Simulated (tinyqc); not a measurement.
# Worked calculation: MOS inversion layer, Poisson-Schroedinger loop

Numbers from tinyqc (`OMP_NUM_THREADS=1 python tinyqc.py 2160134 2160135 out.jsonl`; about 0.8 s on one thread of a shared Intel Xeon 2.30GHz). Printed values are rounded.

Electrons confined at an insulator interface at z = 0, treated as a hard wall; parabolic valleys, Hartree approximation, no image or exchange terms. The depletion charge lies far deeper than the electrons and gives a uniform field q Nd/(eps0 eps_r); the gate balances all charge. Energies are counted from the band edge at the interface.

Inputs (values chosen for the exercise); masses and permittivity close to those of silicon (100): temperature T = 300 K; relative permittivity eps_r = 11.8; mass along z of valley set A (2 valley(s)) mz1 = 0.909 m0; in-plane density-of-states mass of set A md1 = 0.192 m0; mass along z of valley set B (4 valley(s)) mz2 = 0.193 m0; in-plane density-of-states mass of set B md2 = 0.42 m0; sheet density of electrons Ns = 6.1e11 cm^-2; sheet density of depletion charge Nd = 3e12 cm^-2; extra shift of set B (strain) dE = 0.08 eV; mesh step hz = 0.75 nm; mixing factor a = 0.7.

Constants: q = 1.602176634e-19 C, kB = 1.380649e-23 J/K, hbar = 1.054571817e-34 J s, m0 = 9.1093837015e-31 kg, Vt = kB T/q, eps0 = 8.8541878128e-14 F/cm where lengths are in cm, hbar^2/(2 m0) = 0.0380998212 eV nm^2. Results are converted to the units shown.

## Fixed part of the potential

z, node 1 to 15 (nm): 0.75  1.5  2.25  3  3.75  4.5  5.25  6  6.75  7.5  8.25  9  9.75  10.5  11.25

V0 = q Nd z/(eps0 eps_r) in eV.

fixed potential V0, node 1 to 15 (eV): 0.0345034  0.0690068  0.1035103  0.1380137  0.1725171  0.2070205  0.2415240  0.2760274  0.3105308  0.3450342  0.3795376  0.4140411  0.4485445  0.4830479  0.5175513

## Round 1: levels and probability densities

self-consistent potential U at the start, node 1 to 15 (eV): 0  0  0  0  0  0  0  0  0  0  0  0  0  0  0

Tridiagonal Hamiltonian with psi = 0 one step beyond both ends: H_ii = C (1/m_(i-1/2) + 1/m_(i+1/2))/hz^2 + V0_i + U_i (+ dE for the set B), H_(i,i+1) = -C/(m_(i+1/2) hz^2), C = hbar^2/(2 m0). The lowest 2 level(s) of each valley set are kept, normalised to hz sum |psi|^2 = 1. The mass is the same on all intervals.

levels (eV): A1 0.1018709, A2 0.1742128, B1 0.2533369, B2 0.3810294

```
node	|psi|^2 of A1 (1/nm)	|psi|^2 of A2 (1/nm)	|psi|^2 of B1 (1/nm)	|psi|^2 of B2 (1/nm)
1	0.4704064	0.3530970	0.1201146	0.1117859
2	0.5649619	0.0055218	0.3091887	0.1720358
3	0.2361072	0.3030710	0.3602607	0.0488329
4	0.0533000	0.4263895	0.2755878	0.0094440
5	0.0077105	0.1920438	0.1575088	0.1370497
6	0.0007841	0.0455814	0.0717468	0.2577200
7	0.0000595	0.0068507	0.0270756	0.2592161
8	0.0000035	0.0007187	0.0086877	0.1800114
9	0.0000002	0.0000560	0.0024149	0.0956023
10	0.0000000	0.0000034	0.0005899	0.0410006
11	0.0000000	0.0000002	0.0001280	0.0146810
12	0.0000000	0.0000000	0.0000249	0.0044823
13	0.0000000	0.0000000	0.0000044	0.0011760
14	0.0000000	0.0000000	0.0000007	0.0002576
15	0.0000000	0.0000000	0.0000001	0.0000376
```

## Round 1: Fermi level and occupations

Level k holds N_k = D_k Vt ln(1 + exp((EF - E_k)/Vt)) with D = 2 md1 m0 q/(pi hbar^2) for the set A, D = 4 md2 m0 q/(pi hbar^2) for the set B per eV (spin included); EF is fixed by sum N_k = Ns.

EF = 0.05215233 eV
N_k (cm^-2): A1 5.656289e11, A2 3.675110e10, B1 7.565855e9, B2 5.417625e7

## Round 1: density, output potential and mixing

n_i = sum_k N_k |psi_k|^2 (converted to cm^-3). Hartree part by Gauss: on the interval before node i the electrons still beyond are S_i = Ns - hz sum_(j<i) n_j, and U_i = U_(i-1) + q S_i hz/(eps0 eps_r) in eV, U_0 = 0 at the interface. Mixing: U(new) = U + a (U(out) - U).

```
node	n (1e18 cm^-3)	U(out) (eV)	U after round 1 (1e-3 eV)
1	2.799670	0.00701570	4.910987
2	3.221103	0.01161644	8.131506
3	1.474156	0.01343870	9.407091
4	0.479039	0.01398938	9.792566
5	0.126182	0.01412685	9.888793
6	0.026755	0.01415547	9.908830
7	0.005043	0.01416102	9.912712
8	0.001039	0.01416221	9.913549
9	0.000256	0.01416251	9.913758
10	0.000068	0.01416259	9.913813
11	0.000018	0.01416261	9.913827
12	0.000004	0.01416262	9.913831
13	0.000001	0.01416262	9.913831
14	0.000000	0.01416262	9.913832
15	0.000000	0.01416262	9.913832
```

## Round 2: levels and probability densities

As before.

levels (eV): A1 0.1091310, A2 0.1826354, B1 0.2622127, B2 0.3902688

```
node	|psi|^2 of A1 (1/nm)	|psi|^2 of A2 (1/nm)	|psi|^2 of B1 (1/nm)	|psi|^2 of B2 (1/nm)
1	0.4942707	0.3531520	0.1234117	0.1133172
2	0.5599607	0.0021445	0.3132176	0.1709421
3	0.2230480	0.3217305	0.3605457	0.0464947
4	0.0485110	0.4225350	0.2732046	0.0107027
5	0.0068134	0.1840459	0.1549849	0.1403570
6	0.0006762	0.0427096	0.0701663	0.2594229
7	0.0000502	0.0063098	0.0263416	0.2586376
8	0.0000029	0.0006528	0.0084137	0.1785387
9	0.0000001	0.0000502	0.0023293	0.0943854
10	0.0000000	0.0000030	0.0005668	0.0403261
11	0.0000000	0.0000001	0.0001226	0.0143930
12	0.0000000	0.0000000	0.0000238	0.0043819
13	0.0000000	0.0000000	0.0000041	0.0011469
14	0.0000000	0.0000000	0.0000006	0.0002507
15	0.0000000	0.0000000	0.0000001	0.0000366
```

## Round 2: Fermi level and occupations

As before.

EF = 0.05950609 eV
N_k (cm^-2): A1 5.675473e11, A2 3.526894e10, B1 7.133351e9, B2 5.036531e7

## Round 2: density, output potential and mixing

As before.

```
node	n (1e18 cm^-3)	U(out) (eV)	U after round 2 (eV)
1	2.938634	0.00701570	0.00638428
2	3.201228	0.01149657	0.01048705
3	1.405116	0.01321611	0.01207340
4	0.443841	0.01372362	0.01254430
5	0.114706	0.01384827	0.01266043
6	0.024037	0.01387399	0.01268444
7	0.004520	0.01387896	0.01268909
8	0.000937	0.01388004	0.01269010
9	0.000232	0.01388032	0.01269035
10	0.000062	0.01388039	0.01269041
11	0.000016	0.01388040	0.01269043
12	0.000004	0.01388041	0.01269044
13	0.000001	0.01388041	0.01269044
14	0.000000	0.01388041	0.01269044
15	0.000000	0.01388041	0.01269044
```

## Course of the self-consistent loop

Start from U = 0. Stop when the largest |U(out) - U| is below 1e-7 eV, or after 120 rounds.

Course of the iteration:
```
round	level A1 (eV)	EF (eV)	largest |U(out) - U| (eV)
1	0.1018709	0.05215233	0.0142
2	0.1091310	0.05950609	3.97e-3
3	0.1112256	0.06162429	1.12e-3
4	0.1118347	0.06223937	3.16e-4
5	0.1120126	0.06241869	8.97e-5
6	0.1120646	0.06247112	2.56e-5
7	0.1120799	0.06248648	7.39e-6
8	0.1120844	0.06249100	2.14e-6
9	0.1120857	0.06249232	6.22e-7
10	0.1120861	0.06249272	1.82e-7
11	0.1120862	0.06249283	5.36e-8
```

Converged in 11 rounds. Towards the end the residual shrinks by a factor of about 0.29 a round.

## Converged levels, occupations and centroid

converged U, node 1 to 15 (eV): 0.00701565  0.01145253  0.01313650  0.01362961  0.01375009  0.01377486  0.01377966  0.01378070  0.01378096  0.01378103  0.01378105  0.01378105  0.01378105  0.01378105  0.01378105

Solve for the levels with V0 + U, find EF, n_i = sum_k N_k |psi_k|^2 (in cm^-3); share of each level N_k/Ns; centroid sum n z/sum n.

levels (eV): A1 0.1120862, A2 0.1859913, B1 0.2657433, B2 0.3939099
EF = 0.06249283 eV
shares (%): A1 93.14672, A2 5.70017, B1 1.14507, B2 0.00805
n, node 1 to 15 (in units of 1e18 cm^-3): 2.989629  3.191466  1.380580  0.431986  0.110951  0.023161  0.004352  0.000904  0.000224  0.000060  0.000016  0.000004  0.000001  0.000000  0.000000
centroid = 1.473244 nm

An 800-node mesh to 19 nm with 8 levels a set gives A1 = 0.1148 eV, EF = 0.06538 eV and a centroid of 1.547 nm; the levels kept above hold 99.6 % of the electrons there. The coarse centroid is 4.7 % below the fine one.

## Closed-form estimates

Triangular well: E_k = a_k (C F^2/mz)^(1/3), a_1 = 2.338107, a_2 = 4.087949, C = hbar^2/(2 m0), F in eV/nm. Fang-Howard (all electrons in the lowest level of set A): b^3 = 6 (mz1/C) q (Nd + 11 Ns/32)/(eps0 eps_r), centroid 3/b, level C b^2/(4 mz1) + (3/b) q (Nd + 11 Ns/16)/(eps0 eps_r). Use F = q (Nd + Ns)/(eps0 eps_r), the surface field, and F = q (Nd + Ns/2)/(eps0 eps_r).

A1 with the surface field = 0.1179710 eV
A1 with Nd + Ns/2 = 0.1112290 eV
A2 with Nd + Ns/2 = 0.1944730 eV
b = 1.917100 1/nm
Fang-Howard centroid = 1.564863 nm
Fang-Howard level = 0.1205659 eV

Against the self-consistent A1 = 0.1148 eV on a fine mesh, the surface-field estimate is 2.8 % above it, the half-charge one 3.1 % below it and Fang-Howard 5.0 % above it. A1 holds 93.8 % of the electrons, and the Fang-Howard centroid is 1.2 % above the full one.
